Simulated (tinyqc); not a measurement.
Inside a calculation. Model: interdiffusion of a quantum well during annealing: blurred potential and shift of the confined levels. Computed by tinyqc, a small Python program that keeps every step. Command: `OMP_NUM_THREADS=1 python tinyqc.py 3001572 3001573 out.jsonl qwi walk`. One thread of a shared host (Intel(R) Xeon(R) Processor @ 2.30GHz), about 0.07 s of CPU time with the checks. Intermediate numbers are printed to about 6 digits and carried at full precision; extremes and crossings named in words are read from the listed rows.

A square well of width w is blurred by Fick diffusion with a constant coefficient; band offsets are linear in composition, masses are uniform, and strain and excitons are ignored.

Inputs (values chosen for the exercise, modelled on InGaAs in InP):

| quantity | value | unit |
|---|---|---|
| well width w | 8.7 | nm |
| electron mass m_e | 0.0428 | m_0 |
| hole mass m_h | 0.377 | m_0 |
| conduction offset V_c | 0.26 | eV |
| valence offset V_v | 0.39 | eV |
| prefactor D0 | 51 | cm^2/s |
| activation energy E | 3.36 | eV |
| anneal temperature T | 790 | C |
| anneal time t | 25 | s |

Constants: k_B = 8.617333262e-05 eV/K; hbar^2/(2 m_0) = 3.80998212 eV angstrom^2.

## Diffusion length

D = D0 exp(-E/(k_B T)); L = sqrt(D t); share of well material at the centre erf(w/(4L)); 1 nm = 1e-7 cm. Temperatures in kelvin are T(C) + 273.15.

diffusivity D = 6.02222e-15 cm^2/s

diffusion length L = 3.88015 nm

ratio L/w = 0.445994

share at the centre = 0.572065

## Levels before the anneal

Square well, ground state: take the lowest root of k tan(k w/2) = kappa, k^2 = E/c, kappa^2 = (V - E)/c, c = hbar^2/(2m) with hbar^2/(2 m_0) in eV angstrom^2.

electron level before the anneal = 55.8015 meV

hole level before the anneal = 10.5512 meV

Caution: the well mass is used in the barriers too; a heavier barrier mass would lower these levels.

## Levels after the anneal

With L = sqrt(D t) and the share at the centre erf(w/(4L)). After the anneal: V(z) = V {1 - (1/2)[erf((w/2 - z)/(2L)) + erf((w/2 + z)/(2L))]}, energies counted from the original well bottom. Finite differences on 3000 points over |z| < w/2 + 6L + 25 nm; shifts are taken against the same grid with cell-averaged square steps. Rise of the bottom = V (1 - share at the centre). Overlap = |<electron|hole>|^2.

shift of the electron level = 93.157 meV

shift of the hole level = 173.232 meV

blue shift of the transition = 266.389 meV

rise of the gap at the centre = 278.157 meV

overlap = 0.7907

The centre has taken up barrier material, which carries much of the shift.

## Shift against diffusion length

First-order estimate for small L: the shift is 2 L^2 V |d(psi^2)/dz| at an edge, with psi the normalised square-well state: psi^2 = cos^2(k z)/(w/2 + 1/kappa) inside, so |d(psi^2)/dz| = k sin(k w)/(w/2 + 1/kappa).

Shifts (meV):

| L/w | L (nm) | share at the centre | electron | hole | sum | first-order sum |
|---|---|---|---|---|---|---|
| 0.02 | 0.174 | 1 | 0.476 | 0.434 | 0.911 | 1.01157 |
| 0.04 | 0.348 | 1 | 1.823 | 1.577 | 3.4 | 4.04627 |
| 0.07 | 0.609 | 1.000000 | 5.278 | 4.595 | 9.873 | 12.3917 |
| 0.1 | 0.87 | 0.999593 | 10.283 | 9.718 | 20.001 | 25.2892 |
| 0.15 | 1.305 | 0.981578 | 21.537 | 25.434 | 46.971 | 56.9007 |
| 0.2 | 1.74 | 0.922900 | 35.107 | 50.424 | 85.531 | 101.157 |
| 0.3 | 2.61 | 0.761407 | 62.375 | 107.798 | 170.174 | 227.603 |
| 0.45 | 3.915 | 0.567942 | 93.842 | 174.661 | 268.503 | 512.106 |
| 0.7 | 6.09 | 0.386495 | 125.163 | 238.191 | 363.354 | 1239.17 |
| 1 | 8.7 | 0.276326 | 145.527 | 277.438 | 422.964 | 2528.92 |

The sum grows as L^1.90 between the first rows (L^2, linear in time, in first order) and as L^0.43 between the last, as it bends towards the limit V_c + V_v less the original levels, 583.6 meV. The first-order form is off by +11 % in the first row and +26 % at L/w = 0.1; it needs L well below the decay length 1/kappa. At L/w = 0.2 the electron level has moved by the larger share of its offset (12.9 % for the hole, 13.5 % for the electron).

Checks made by the program: finite differences against the square-well equation (relative difference 2e-05).
